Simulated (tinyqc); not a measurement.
Field from the level spacing.

Inverse problem. In a triangular well E_k = a_k (C F^2/mz1)^(1/3), a_1 = 2.338107, a_2 = 4.087949, C = hbar^2/(2 m0), F in eV/nm (1 MV/cm = 0.1 eV/nm). Find F, E_1, the mean distance 2 E_1/(3 F) of the lowest level and the sheet charge eps0 eps_r F/q behind such a field.

Values chosen for this exercise: relative permittivity eps_r = 11.7; mass along z of valley set A (2 valley(s)) mz1 = 0.931 m0.

Constants: q = 1.602176634e-19 C, hbar = 1.054571817e-34 J s, m0 = 9.1093837015e-31 kg, eps0 = 8.8541878128e-14 F/cm where lengths are in cm, hbar^2/(2 m0) = 0.0380998212 eV nm^2. Results are converted to the units shown.

spacing of the two lowest levels = 63.286227 meV

Solution. The spacing over a_2 - a_1 is the energy scale (C F^2/mz1)^(1/3), which gives F.

F = 0.3400 MV/cm
E_1 = 84.56 meV
mean distance = 1.658 nm
sheet charge over q = 2.198e12 cm^-2

tinyqc, about 1 s, one thread, Intel Xeon 2.30GHz (shared host): `OMP_NUM_THREADS=1 python tinyqc.py 2160112 2160113 out.jsonl`
